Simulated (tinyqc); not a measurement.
Electron continuity equation in a given potential, Scharfetter-Gummel discretisation: two steps of the calculation.

Steady state in one dimension: J = q mu n E + q D dn/dx with E = -dpsi/dx and D = mu Vt, dJ/dx = q (n/tau - G), fixed densities nL and nR at the ends. The potential is given, psi = U x/L, and is not changed by the electrons.

Parameters, values chosen for the exercise; mobility close to that of In0.53Ga0.47As at room temperature: temperature T = 293 K; electron mobility mu = 11100 cm^2/(V s); length of the region L = 0.34 um; density at x = 0 nL = 1.1e15 cm^-3; density at x = L nR = 0 cm^-3; lifetime tau = 1.8e-12 s; uniform generation rate G = 8.5e26 cm^-3 s^-1.

Constants: q = 1.602176634e-19 C, kB = 1.380649e-23 J/K, Vt = kB T/q. Results are converted to the units shown.

Question 1. Tridiagonal system for the inner nodes. Row i (1 to 8): B(-d_(i-1)) n_(i-1) + b_i n_i + B(d_i) n_(i+1) = f_i with b_i = -B(-d_i) - B(d_(i-1)) - h^2/(D tau) and f_i = -G h^2/D; the known end values are moved to the right: f_1 loses B(-d_0) nL and f_8 loses B(d_8) nR. h = L/9, D = mu Vt.

```
interval       B(d_i)    B(-d_i)
0         0.076922371  4.0375088
1         0.076922371  4.0375088
2         0.076922371  4.0375088
3         0.076922371  4.0375088
4         0.076922371  4.0375088
5         0.076922371  4.0375088
6         0.076922371  4.0375088
7         0.076922371  4.0375088
8         0.076922371  4.0375088
```

Find: diagonal b; right side f.

Answer 1.

```
node  diagonal b  right side f (cm^-3)
1         -4.143             -4.485e15
2         -4.143             -4.328e13
3         -4.143             -4.328e13
4         -4.143             -4.328e13
5         -4.143             -4.328e13
6         -4.143             -4.328e13
7         -4.143             -4.328e13
8         -4.143             -4.328e13
```

Question 2. Densities and current. B(d) = d/(exp(d) - 1) with d_i = (psi_(i+1) - psi_i)/Vt; b and f are the diagonal and right side of the balance equations. Solve B(-d_(i-1)) n_(i-1) + b_i n_i + B(d_i) n_(i+1) = f_i (end values already in f), then J_i = (q D/h) [n_(i+1) B(d_i) - n_i B(-d_i)], h = L/9, D = mu Vt.

```
interval       B(d_i)    B(-d_i)
0         0.076922371  4.0375088
1         0.076922371  4.0375088
2         0.076922371  4.0375088
3         0.076922371  4.0375088
4         0.076922371  4.0375088
5         0.076922371  4.0375088
6         0.076922371  4.0375088
7         0.076922371  4.0375088
8         0.076922371  4.0375088
```

```
node  diagonal b  right side f (cm^-3)
1     -4.1427214         -4.4845437e15
2     -4.1427214         -4.3284086e13
3     -4.1427214         -4.3284086e13
4     -4.1427214         -4.3284086e13
5     -4.1427214         -4.3284086e13
6     -4.1427214         -4.3284086e13
7     -4.1427214         -4.3284086e13
8     -4.1427214         -4.3284086e13
```

Wanted: n; J.

Answer 2.

n, node 0 to 9 (cm^-3): 1.100e15  1.103e15  1.106e15  1.109e15  1.112e15  1.115e15  1.118e15  1.120e15  1.102e15  0
J, interval 0 to 8 (in units of 1e4 A/cm^2): -5.178  -5.192  -5.207  -5.221  -5.235  -5.249  -5.263  -5.276  -5.291

Range of the model: The drift velocity mu E exceeds 1e7 cm/s somewhere, where real mobilities no longer stay constant.

Numbers from tinyqc (`OMP_NUM_THREADS=1 python tinyqc.py 2220149 2220150 out.jsonl`; about 0.01 s on one thread of a shared Intel Xeon 2.30GHz).
